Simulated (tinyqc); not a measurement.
# Trench capacitor in an array: capacitance, non-linearity, leakage and relaxation: what changes with what

A film between two metal electrodes, each interface adding a series capacitance ci. The small-signal permittivity is ek (1 + aq E^2); the field is found with the linear permittivity. Leakage J = J0 sinh(E/Ef). After a voltage step the film passes a relaxation current kr C V tt^(-nr), tt being the time in seconds. The sidewall is a coaxial capacitor with radii a = dm/2 - t and b = dm/2, depth AR dm; the end face is left out.

Inputs (values chosen for the exercise); permittivity of the order of that of silicon nitride: relative permittivity of the film ek = 6.73; film thickness t = 6.2 nm; capacitance of each electrode interface (dead layer and screening) ci = 1000 uF/cm^2; quadratic field coefficient of the permittivity aq = 0.0025 cm^2/MV^2; bias V = 0.9 V; exponent of the relaxation current nr = 0.952; strength of the relaxation kr = 0.0012; leakage prefactor J0 = 3.7e-10 A/cm^2; field for an e-fold rise of the leakage Ef = 0.38 MV/cm; diameter of the hole dm = 58 nm; aspect ratio, depth over diameter AR = 10; pitch of the square array pt = 110 nm; resistivity of the inner electrode rho = 480 uohm cm; duration of the write pulse t0 = 1e-8 s.

Constants: eps0 = 8.8541878128e-14 F/cm where lengths are in cm. Results are converted to the units shown.

Each table varies one quantity; the others keep the values above.

## Capacitance, non-linearity and leakage against thickness

Planar film: Cf = eps0 ek/t, 1/C = 1/Cf + 2/ci, EOT = 3.9 eps0/C, effective permittivity C t/eps0, E = (V/t) C/Cf; quadratic coefficient [C(V)/C - 1]/V^2 with Cf (1 + aq E^2) in C(V).

Capacitance, non-linearity and leakage against thickness:
```
t (nm)	C (uF/cm^2)	EOT (nm)	effective permittivity	E (MV/cm)	quadratic coefficient (ppm/V^2)	J (A/cm^2)
2.5	2.372	1.456	6.698	3.583	3.943e4	2.302e-6
3.7	1.605	2.151	6.708	2.425	1.809e4	1.092e-7
5.5	1.081	3.194	6.715	1.633	8211	1.359e-8
8.2	0.7256	4.759	6.720	1.096	3702	3.299e-9
12	0.4961	6.961	6.723	0.7493	1731	1.303e-9
18	0.3308	10.44	6.726	0.4997	770.1	6.394e-10
27	0.2206	15.65	6.727	0.3332	342.5	3.676e-10
40	0.1489	23.19	6.728	0.2249	156.1	2.320e-10
60	0.09929	34.78	6.729	0.1500	69.40	1.498e-10
```

What does the comparison show?

C falls from 2.37 to 0.0993 uF/cm^2 while the effective permittivity goes from 6.70 to 6.73 (ek = 6.73). EOT is a straight line in t with slope 3.9/ek = 0.579 and intercept 0.00691 nm. The quadratic coefficient goes as t^(-1.99) between the first two rows and t^(-2.00) between the last two (-2 without interfaces), and J falls by 4.19 decades. For t = 2.5, 3.7 direct tunnelling, left out, would add to the leakage.

## Cell against the film thickness

Per length 1/c = ln(b/a)/(2 pi eps0 ek) + (1/a + 1/b)/(2 pi ci); cell capacitance c AR dm; per footprint over pt^2; fields c V/(2 pi eps0 ek r) at r = a and b; resistance of the inner electrode rho AR dm/(pi a^2); time constant R C/3 of the distributed line.

Cell against the film thickness:
```
t (nm)	cell capacitance (fF)	per footprint (uF/cm^2)	field at a (MV/cm)	field at b (MV/cm)	R (kohm)	R C/3 (ps)
2.1	2.873	23.74	4.426	4.105	1.225	1.173
2.8	2.130	17.60	3.369	3.044	1.291	0.9164
3.8	1.541	12.74	2.535	2.203	1.395	0.7169
5.1	1.120	9.257	1.942	1.601	1.551	0.5792
6.8	0.8113	6.705	1.515	1.159	1.798	0.4862
9.2	0.5683	4.697	1.190	0.8122	2.260	0.4282
12	0.4062	3.357	0.9902	0.5805	3.066	0.4152
```

As t goes from 2.1 to 12, the cell capacitance falls from 2.87 to 0.406 fF, the capacitance per footprint falls from 23.7 to 3.36 uF/cm^2, the ratio of the two fields rises from 1.08 to 1.71 and R C/3 falls from 1.17 to 0.415 ps; the time constant goes as t^(-0.86) between the first two rows and t^(-0.12) between the last two.

## Charge lost after writing

Planar film: Cf = eps0 ek/t, 1/C = 1/Cf + 2/ci, EOT = 3.9 eps0/C, effective permittivity C t/eps0, E = (V/t) C/Cf. A capacitor written for t0 and then left open loses, as a share of C V, kr (tt^(1 - nr) - t0^(1 - nr))/(1 - nr) by relaxation and J tt/(C V) by leakage; both are taken as small, and rows far outside that range are left out.

The same in every row: leakage current (nA/cm^2) = 8.371.

Charge lost after writing:
```
tt (s)	relaxation current (nA/cm^2)	loss by relaxation (%)	loss by leakage (%)	total loss (%)
1e-6	5.338e5	0.2555	9.697e-7	0.2555
1e-5	5.962e4	0.4060	9.697e-6	0.4060
0.0001	6658	0.5741	9.697e-5	0.5742
0.001	743.6	0.7619	9.697e-4	0.7628
0.01	83.05	0.9716	0.009697	0.9813
0.1	9.276	1.206	0.09697	1.303
1	1.036	1.467	0.9697	2.437
```

What does the comparison show?

The two currents are equal at tt = 0.111 s. The loss by relaxation grows from 0.255 to 1.47 %, by 0.151 points over the first decade and 0.262 over the last, while the loss by leakage grows tenfold a decade. Relaxation is the larger loss in every row.

tinyqc, about 0.01 s, one thread, Intel Xeon 2.30GHz (shared host): `OMP_NUM_THREADS=1 python tinyqc.py 2102073 2102074 out.jsonl`
